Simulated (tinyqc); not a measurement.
# From apparent length L_app back to diffusion length L

Model: surface photovoltage measurement of the minority-carrier diffusion length in a wafer. Computed by tinyqc, a small Python program. Command: `OMP_NUM_THREADS=1 python tinyqc.py 3130286 3130287 out.jsonl spv inv`. One thread of a shared host (Intel(R) Xeon(R) Processor @ 2.30GHz), about 0.02 s of CPU time with the checks.

Low injection, steady light, a depletion layer much thinner than 1/alpha and L. The excess density dn is taken at the front edge of the neutral region; light that reaches the back is lost.

Inputs (values chosen for the exercise, modelled on p-type silicon at room temperature):
```
quantity                            value        unit
wafer thickness W                     625  micrometre
diffusivity D                        25.4      cm^2/s
front recombination velocity S_f    34000        cm/s
back recombination velocity S_b    790000        cm/s
photon flux entering              2.5e+13  1/(cm^2 s)
relative noise of each reading        0.5           %
```

normal deviates g for the noise: -0.95  -1.20  -0.90  1.04  0.43  -0.42  -2.20

Method:
- alpha = (84.732/lambda - 76.417)^2 per cm with lambda in micrometre (an empirical fit for silicon between 0.7 and 1.05 micrometre).
- Thick wafer: dn = Phi L/((S_f + D/L)(L + 1/alpha)). Finite wafer, with s = S_b L/D, w = W/L, a = alpha L: dn = [Phi a/(a^2 - 1)] [a - B - exp(-alpha W)(a - s)/(cosh w + s sinh w)]/(S_f + B D/L), B = (sinh w + s cosh w)/(cosh w + s sinh w).
- Readings y = (Phi/dn) (1 + noise x g) at 780, 830, 880, 920, 950, 975 and 995 nm; a least-squares line y = c (1/alpha + L_app) gives L_app = intercept/slope.

Problem. A run gave the result below. Find the diffusion length L, known to lie between 9.3 and 26 micrometre.

apparent length L_app = 16.49329 micrometre

Solution.

Each step takes the trial c = (a f_b - b f_a)/(f_b - f_a), f being the result less the target and a, b, c the logarithms of the listed values; c replaces end b, the old b replaces a if the sign of f changed, and otherwise f_a is halved.

Scan of the range:
```
diffusion length L (micrometre)  apparent length L_app (micrometre)
9.3                                                          9.6701
11.0                                                        11.3857
13.1                                                        13.5052
15.5                                                        15.9279
18.5                                                        18.9569
21.9                                                        22.3906
26.0                                                        26.5322
```

False position (Illinois rule, in the logarithm of the input) inside the bracket:
```
step    end a    end b    trial  apparent length L_app (micrometre)
1     15.5000  18.5000  16.0204                             16.4533
2     18.5000  16.0204  16.0573                             16.4905
3     18.5000  16.0573  16.0624                             16.4957
4     16.0573  16.0624  16.0600                             16.4933
5     16.0624  16.0600  16.0600                             16.4933
```

Apparent length L_app rises at every point of a 13-point scan of the range (every second point is shown), so one value fits; it is bracketed by 15.5 and 18.5. Answer: diffusion length L = 16.06 micrometre.
